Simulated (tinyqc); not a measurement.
Bias-temperature instability from a Gaussian distribution of capture and emission barriers: one step, computed by the program tinyqc.

Each trap has a capture time tau_0 exp(E_c/(k_B T)) under stress and an emission time tau_0 exp(E_e/(k_B T)) after it. E_c is Gaussian, and E_e = E_c + d with d Gaussian and independent. A trap counts as filled once t_s exceeds its capture time and as emptied once t_r exceeds its emission time.

Problem. Stress. Demarcation energies E_s = k_B T ln(t_s/tau_0), E_r = k_B T ln(t_r/tau_0); mean barrier mu = mu_c - k_F F; z = (E_s - mu)/sigma_c; Phi is the standard normal distribution. Temperatures in kelvin are T(C) + 273.15. Shift without recovery dV0 = V_max Phi(z); local time exponent n = d ln dV0/d ln t_s = (k_B T/sigma_c) exp(-z^2/2)/(sqrt(2 pi) Phi(z)); apparent activation energy n E_s.

Inputs (values chosen for the exercise, for a model p-channel transistor):

| quantity | value | unit |
|---|---|---|
| shift with all traps filled V_max | 270 | mV |
| mean capture barrier at zero field mu_c | 1.72 | eV |
| spread of capture barriers sigma_c | 0.29 | eV |
| lowering of mu_c per field k_F | 0.051 | eV/(MV/cm) |
| oxide field F | 5 | MV/cm |
| time constant tau_0 | 5e-09 | s |
| temperature T | 175 | C |
| stress time t_s | 100 | s |

Constants: k_B = 8.617333262e-05 eV/K.

Give: E_s; mean barrier mu; z; shift without recovery dV0; time exponent n; apparent activation energy.

Solution.

E_s = 0.9160 eV

mean barrier mu = 1.465 eV

z = -1.893

shift without recovery dV0 = 7.876 mV

time exponent n = 0.3035

apparent activation energy = 0.2780 eV

The stress has filled 2.9 % of the traps. The apparent energy 0.278 eV is only the share n of the barriers near 0.92 eV that are being crossed.
